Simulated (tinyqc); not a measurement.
Pariser-Parr-Pople SCF with singles CI, for the molecule C=CC1=CC(=O)C=CC1=O (SMILES; centres numbered as the heavy atoms are written), step by step. One step of it, computed by the program tinyqc.

Task: Iteration 1: Fock matrix. F_rr = H_rr + P_rr gamma_rr / 2 + sum_(s != r) P_ss gamma_rs; F_rs = H_rs - P_rs gamma_rs / 2; E = tr P (H + F) / 2 + core repulsion sum_(r<s) z_r z_s gamma_rs.

P at the start, lower triangle:
```
            1C         2C         3C         4C         5C         6O         7C        8C
1C    1.000000
2C    0.894802   1.000000
3C    0.000000   0.430709   1.000000
4C   -0.365339   0.000000   0.743896   1.000000
5C    0.000000  -0.052152   0.000000   0.462005   1.000000
6O    0.223237   0.000000  -0.277906   0.000000   0.762201   1.000000
7C    0.079179   0.000000  -0.150906   0.000000   0.437240   0.000000   1.000000
8C    0.000000  -0.019574   0.000000  -0.175671   0.000000  -0.303866   0.823261  1.000000
9C   -0.098753   0.000000   0.401377   0.000000  -0.108176   0.000000   0.000000  0.445716
10O   0.000000  -0.103518   0.000000  -0.262366   0.000000   0.446820  -0.319406  0.000000

           9C       10O
9C   1.000000
10O  0.786626  1.000000
```

core matrix H (eV), lower triangle:
```
             1C          2C          3C          4C          5C          6O          7C          8C
1C   -39.287411
2C    -2.280000  -42.966258
3C     0.000000   -2.280000  -47.950104
4C     0.000000    0.000000   -2.280000  -45.702138
5C     0.000000    0.000000    0.000000   -2.280000  -45.705385
6O     0.000000    0.000000    0.000000    0.000000   -2.390000  -49.227244
7C     0.000000    0.000000    0.000000    0.000000   -2.280000    0.000000  -43.967141
8C     0.000000    0.000000    0.000000    0.000000    0.000000    0.000000   -2.280000  -44.539240
9C     0.000000    0.000000   -2.280000    0.000000    0.000000    0.000000    0.000000   -2.280000
10O    0.000000    0.000000    0.000000    0.000000    0.000000    0.000000    0.000000    0.000000

             9C         10O
9C   -47.721417
10O   -2.390000  -52.629296
```

repulsion gamma_rs (eV), lower triangle:
```
           1C        2C        3C        4C        5C         6O        7C        8C
1C   9.860000
2C   5.035028  9.860000
3C   3.706265  5.033553  9.860000
4C   2.788490  3.706359  5.034302  9.860000
5C   2.282062  2.788180  3.706359  5.033553  9.860000
6O   2.007974  2.432813  3.016921  4.120990  5.832422  17.070000
7C   2.212739  2.544116  3.380470  3.706267  5.034438   4.121530  9.860000
8C   2.543854  2.788096  3.706267  3.379449  3.705927   3.016803  5.034302  9.860000
9C   3.380008  3.706267  5.034438  3.705927  3.379643   2.732802  3.706359  5.033553
10O  4.120992  3.721846  4.121530  3.016803  2.732802   2.234990  3.016921  4.120990

           9C        10O
9C   9.860000
10O  5.832422  17.070000
```

Centres (angstrom, eV; a flat drawing with bonds scaled to 1.40 angstrom):
```
centre          x          y  core charge z          W   gamma_rr
1C      -2.968000  -0.786000              1  11.210000   9.860000
2C      -1.693000  -1.363000              1  11.210000   9.860000
3C      -0.555000  -0.547000              1  11.210000   9.860000
4C       0.720000  -1.125000              1  11.210000   9.860000
5C       1.858000  -0.309000              1  11.210000   9.860000
6O       3.133000  -0.886000              1  19.710000  17.070000
7C       1.720000   1.084000              1  11.210000   9.860000
8C       0.445000   1.662000              1  11.210000   9.860000
9C      -0.693000   0.846000              1  11.210000   9.860000
10O     -1.968000   1.423000              1  19.710000  17.070000
```

Give: F; pi energy.

Result:

F (eV), lower triangle:
```
          1C       2C       3C       4C       5C        6O       7C       8C
1C   -6.2800
2C   -4.5327  -6.2800
3C    0.0000  -3.3640  -6.2800
4C    0.5094   0.0000  -4.1525  -6.2800
5C    0.0000   0.0727   0.0000  -3.4428  -6.2800
6O   -0.2241   0.0000   0.4192   0.0000  -4.6127  -11.1750
7C   -0.0876   0.0000   0.2551   0.0000  -3.3806    0.0000  -6.2800
8C    0.0000   0.0273   0.0000   0.2968   0.0000    0.4584  -4.3523  -6.2800
9C    0.1669   0.0000  -3.2904   0.0000   0.1828    0.0000   0.0000  -3.4018
10O   0.0000   0.1926   0.0000   0.3958   0.0000   -0.4993   0.4818   0.0000

          9C       10O
9C   -6.2800
10O  -4.6840  -11.1750
```

pi energy = -141.5373 eV
